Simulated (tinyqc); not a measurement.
Band folding and unfolding in a supercell of a chain, step by step. Values are carried at full precision from step to step, so a last printed digit may differ when a step is redone from the rounded ones.

A chain with hopping -t and n = 6 sites a supercell. H(K) has v_j on the diagonal, -t between neighbours and -t exp(2 pi i K) on the bond that closes the cell (from the last site to the first of the next cell). The point K holds the n wave vectors k_m = (K + m)/n of the primitive zone, in 2 pi/a, m = 0 to n - 1, with E0 = -2t cos(2 pi k_m). The unfolding weight of a state c on k_m is |sum_j c_j exp(-2 pi i k_m j)|^2/n, j = 0 to n - 1.

Inputs chosen for the exercise:
```
symbol  value                                    unit        meaning
t       1.54                                     eV          hopping
v       (-0.42, 0.42, 0.42, -0.42, 0.42, -0.42)  eV          site energies in the supercell
Kq      0.15                                     2 pi/(n a)  wave vector in the small zone
```

## Folded levels and Fourier components

List k_m and E0; V_q = (1/n) sum_j v_j exp(-2 pi i q j/n) couples k_m to k_(m+q).

Folded band:
```
m  k_m (2 pi/a)  E0 (eV)
0        0.0250  -3.0421
1        0.1917  -1.1038
2        0.3583   1.9383
3        0.5250   3.0421
4        0.6917   1.1038
5        0.8583  -1.9383
```

V_0, V_1, ... (eV): 0.0000  -0.0700-0.1212i  -0.2100-0.1212i  0.1400

## Supercell Hamiltonian

Fill in H(K).

H (eV), lower triangle (Hermitian):
```
                 1        2        3        4        5        6
1          -0.4200
2          -1.5400   0.4200
3                0  -1.5400   0.4200
4                0        0  -1.5400  -0.4200
5                0        0        0  -1.5400   0.4200
6  -0.9052-1.2459i        0        0        0  -1.5400  -0.4200
```

## Levels and unfolding weights

Diagonalise and project each state on the k_m.

levels (eV): -3.09824  -2.00924  -1.05954  1.05954  2.00924  3.09824

weights:
```
     level 1  level 2  level 3  level 4  level 5  level 6
m=0   0.9736   0.0151   0.0049   0.0035   0.0024   0.0005
m=1   0.0052   0.0669   0.9179   0.0048   0.0020   0.0032
m=2   0.0022   0.0013   0.0026   0.0664   0.9123   0.0152
m=3   0.0005   0.0024   0.0035   0.0049   0.0151   0.9736
m=4   0.0032   0.0020   0.0048   0.9179   0.0669   0.0052
m=5   0.0152   0.9123   0.0664   0.0026   0.0013   0.0022
```

The purest state keeps 97.4 % on one k and the most mixed (level 2 and 5) 91.2 %; rows and columns each add to one.

## Moments of the spectral function

For each k_m: mean sum_i W E_i and variance sum_i W E_i^2 less the mean squared. The mean must be E0 plus the average of v, and the variance that of v.

Moments:
```
m  mean (eV)  variance (eV^2)
0     -3.042            0.176
1     -1.104            0.176
2      1.938            0.176
3      3.042            0.176
4      1.104            0.176
5     -1.938            0.176
```

The average of v is 0.0000 eV and its variance 0.1764 eV^2: the virtual crystal gives the mean, and the variance is the spread of weight over several levels that it leaves out.

## Checks

- Variance of the spectral function against the variance of v: they agree to 1e-10 or better.
- Levels for v = 0 against the folded band: they agree to 1e-10 or better.

Program tinyqc; command `OMP_NUM_THREADS=1 python tinyqc.py 1480899 1480900 out.jsonl`; about 0.01 s on one thread of a shared Intel(R) Xeon(R) Processor @ 2.30GHz.
